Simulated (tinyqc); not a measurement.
Inside a calculation. Model: spin coating of a resist or spin-on film: centrifugal thinning, evaporation and the final thickness (Emslie and Meyerhofer models). Computed by tinyqc, a small Python program that keeps every step. Command: `OMP_NUM_THREADS=1 python tinyqc.py 3112445 3112446 out.jsonl spincoat walk`. One thread of a shared host (Intel(R) Xeon(R) Processor @ 2.30GHz), about 0.07 s of CPU time with the checks. Intermediate numbers are printed to about 5 digits and carried at full precision; extremes and crossings named in words are read from the listed rows.

A Newtonian film stays uniform over the wafer; solvent and solids have the same density and the concentration is uniform through the thickness.

Inputs (values chosen for the exercise, of the order of those of a polymer resist in an ester solvent): solids volume fraction c0 = 0.15; kinematic viscosity of the solvent nu_s = 0.83 mm^2/s; viscosity constant k = 5500 mm^2/s; viscosity exponent gamma = 2.4; spin speed f = 800 rpm; evaporation rate at 1000 rpm e0 = 0.088 micrometre/s; starting thickness h0 = 200 micrometre; time t = 0.79 s; wafer radius R = 50 mm; shrinkage in the bake = 1.8 %.

## Rates

omega = 2 pi f/60; nu(c) = nu_s + k c^gamma; evaporation rate e = e0 sqrt(f/1000 rpm). Flow constant K = 2 omega^2/(3 nu(c0)); Reynolds number of the air omega R^2/nu_air with nu_air = 15 mm^2/s.

omega = 83.776 1/s

nu(c0) = 58.770 mm^2/s

evaporation rate e = 0.078710 micrometre/s

flow constant K = 7.9614e-05 1/(micrometre^2 s)

Reynolds number of the air = 13963

## Thinning without evaporation

dh/dt = -K h^3 gives h = h0/sqrt(1 + 2 K h0^2 t); for long times h = 1/sqrt(2 K t).

h(t) without evaporation = 81.436 micrometre

long-time form = 89.162 micrometre

time 1/(2 K h0^2) = 0.15701 s

## The two-stage estimate

Meyerhofer estimate: flow rules until (1 - c0) K h^3 = e, then evaporation alone: h_w = (e/((1 - c0) K))^(1/3), dry film c0 h_w.

wet thickness h_w = 10.517 micrometre

dry film, estimate = 1577.5 nm

drying time (1 - c0) h_w/e = 113.57 s

## First explicit step of the full model

Solids s and liquid l per area start at s = c0 h0, l = (1 - c0) h0. With h = h0 and c = c0: Q = K h^3, K = 2 omega^2/(3 nu); one Euler step of length dt = 0.01 h0/Q for s and l, ds/dt = -c Q, dl/dt = -(1 - c) Q - e.

Q = 636.91 micrometre/s

dt = 0.0031402 s

s = 29.7 micrometre

l = 168.30 micrometre

Q/e at the start = 8091.9

## The full model

Full model for solids s and liquid l per area, h = s + l, c = s/h: ds/dt = -c Q, dl/dt = -(1 - c) Q - e, Q = 2 omega^2 h^3/(3 nu(c)); integrated adaptively (relative tolerance 1e-9) until l = 0. Dry film = s at l = 0, before the bake; film after the bake = s x (1 - shrinkage).

time to dry = 149.69 s

dry film = 1815.0 nm

film after the bake = 1782.3 nm

## Course in time

Times are fractions of the time to dry.

History:
```
fraction       t (s)  h (micrometre)        c  nu (mm^2/s)         Q/e  s (nm)
0.003     4.4908e-01          101.79  0.15004         58.8  1.0660e+03   15272
0.010     1.4969e+00           61.61  0.15021         59.0  2.3575e+02    9254
0.030     4.4908e+00           36.73  0.15099         59.7  4.9329e+01    5545
0.100     1.4969e+01           20.26  0.15597         64.5  7.6703e+00    3160
0.200     2.9939e+01           14.17  0.16748         76.3  2.2150e+00    2373
0.350     5.2393e+01           10.27  0.19432        108.7  5.9279e-01    1996
0.500     7.4846e+01            7.90  0.23661        173.8  1.6884e-01    1870
0.700     1.0479e+02            5.37  0.33948        412.3  2.2305e-02    1822
0.900     1.3472e+02            2.99  0.60638       1656.4  9.6282e-04    1815
```

Q/e drops below 1 between t = 30 and 52 s, when c has risen from 0.15 to about 0.194; after that row the solids fall by a further 9 %. The full model gives 1.15 times the two-stage estimate.

## Spin curve

The formulas are those given above.

Dry film against speed:
```
f (rpm)  full model (nm)  estimate (nm)  time to dry (s)
500               2295.6         1995.4           239.35
1000              1623.4         1410.9           119.78
1500              1325.5         1152.0            79.88
2000              1148.0          997.7            59.92
3000               937.3          814.6            39.95
4000               811.7          705.5            29.96
6000               662.8          576.0            19.98
```

The full thickness goes as f^-0.500; the estimate as (e/omega^2)^(1/3) = f^(-1/2). The time to dry goes as f^-1.00. A thickness window of 1 % allows a speed error of about 2 %.

Checks made by the program: constant-viscosity run against c0 h0 exp(-int K h^2 dt) (relative difference 7e-06).
